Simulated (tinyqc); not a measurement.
# Via and link resistance from two via chains

Problem. A chain of 2000 vias joined by 2000 metal links has R = 2000 (Rv + Rlink), with Rlink proportional to the link length. Find Rv, Rlink for length L, and the value of Rv that the short chain would give if the links were ignored.

resistance of chains of 2000 links with link lengths L and 3 L (ohm): 13600  28400

Solution. R per link is a straight line in the link length; its intercept at zero length is Rv.

Rv = 3.100 ohm
Rlink = 3.700 ohm
Rv without correction = 6.800 ohm

tinyqc, about 0.01 s, one thread, Intel Xeon 2.30GHz (shared host): `OMP_NUM_THREADS=1 python tinyqc.py 2750202 2750203 out.jsonl`
